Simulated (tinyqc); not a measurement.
# From completion time back to temperature T

Model: growth of a silicide layer between metal and silicon: linear-parabolic kinetics, ramp anneals and Kissinger analysis. Computed by tinyqc, a small Python program. Command: `OMP_NUM_THREADS=1 python tinyqc.py 3019679 3019680 out.jsonl silicide inv`. One thread of a shared host (Intel(R) Xeon(R) Processor @ 2.30GHz), about 0.09 s of CPU time with the checks.

One compound layer of thickness x grows by diffusion through itself and reaction at an interface, dx/dt = 1/(2x/K + 1/v), until the metal is used up at x = a h.

Inputs (values chosen for the exercise, modelled on CoSi2):
```
quantity,value,unit
metal thickness h,4.7,nm
silicide formed per metal thickness a,3.52,-
prefactor of the parabolic constant K,1.1e+14,nm^2/s
activation energy E of K,2.34,eV
prefactor of the interface velocity v,1.8e+14,nm/s
activation energy E_v,2.57,eV
time t,550,s
```

Constants: k_B = 8.617333262e-05 eV/K.

Method:
- The silicide ends at the thickness a h.
- K = K0 exp(-E/(k_B T)), v = v0 exp(-E_v/(k_B T)).
- Temperatures in kelvin are T(C) + 273.15.
- x^2/K + x/v = t, so x = (K/(2v)) [sqrt(1 + 4 v^2 t/K) - 1], capped at a h; completion time t_c = (a h)^2/K + a h/v, a h being the final thickness; crossover thickness K/v.

Task: A run gave the result below. Find the temperature T, known to lie between 600 and 750 C.

completion time = 19.41394 s

Result:

Each step takes the trial c = (a f_b - b f_a)/(f_b - f_a), f being the result less the target and a, b, c the logarithms of the listed values; c replaces end b, the old b replaces a if the sign of f changed, and otherwise f_a is halved.

Scan of the range:
```
temperature T (C),completion time (s)
600,142.547
623,62.038
646,28.186
671,12.507
696,5.795
723,2.640
750,1.255
```

False position (Illinois rule, in the logarithm of the input) inside the bracket:
```
step,end a,end b,trial,completion time (s)
1,646.000,671.000,659.870,17.8586
2,646.000,659.870,656.211,20.1161
3,659.870,656.211,657.347,19.3843
4,656.211,657.347,657.301,19.4134
5,656.211,657.301,657.299,19.4145
6,657.301,657.299,657.300,19.4139
```

Completion time falls at every point of a 13-point scan of the range (every second point is shown), so one value fits; it is bracketed by 646 and 671. Answer: temperature T = 657.3 C.

Caution: a disilicide really forms through metal-rich phases and by nucleation, not as one layer from the metal.
